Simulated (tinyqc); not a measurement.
## One gate, two gates and a surrounding gate

Below threshold the potential that source and drain add obeys Laplace's equation, vanishes on the gates and decays along the channel as exp(-k y). The same ts (depleted depth over a conducting body, body thickness or wire diameter), ti and permittivities in three geometries; k is the smallest positive root of: one gate, f(k) = eps_r sin(k ti) cos(k ts) + ei cos(k ti) sin(k ts); two gates, f(k) = ei cos(k ti) cos(k ts/2) - eps_r sin(k ti) sin(k ts/2); wire, f(k) = ei J0(u)[J1(u) Y0(v) - Y1(u) J0(v)] - eps_r J1(u)[J0(u) Y0(v) - Y0(u) J0(v)], u = k ts/2, v = u + k ti. Parabolic estimates of l: sqrt((eps_r/ei) ts ti); sqrt((eps_r/(2 ei)) ts ti (1 + ei ts/(4 eps_r ti))); sqrt([2 eps_r ts^2 ln(1 + 2 ti/ts) + ei ts^2]/(16 ei)), in the same order.

Inputs (values chosen for the exercise); permittivities: semiconductor close to that of silicon, insulator close to that of zirconium oxide:
```
symbol,value,unit,meaning
eps_r,11.5,,relative permittivity of the semiconductor
ei,24.4,,relative permittivity of the insulator
ti,3.6,nm,insulator thickness
ts,14.1,nm,body thickness
```

Scale lengths (nm):

|  | Lambda = pi/k | l = 1/k | l(parabolic) |
|---|---|---|---|
| one gate over a conducting body | 16.05 | 5.108 | 4.891 |
| two gates | 17.89 | 5.693 | 6.067 |
| wire | 11.75 | 3.742 | 4.154 |

The wire has the shortest scale length, 0.657 times that of the double gate; the single gate over a conducting body has 0.897 times it, its layer ending directly on a conductor where the double gate has a second insulator. The parabolic estimates are 4.2 % below, 6.6 % above and 11 % above the exact l, in the order of the rows.

Numbers from tinyqc (`OMP_NUM_THREADS=1 python tinyqc.py 2420035 2420036 out.jsonl`; about 0.01 s on one thread of a shared Intel Xeon 2.30GHz).
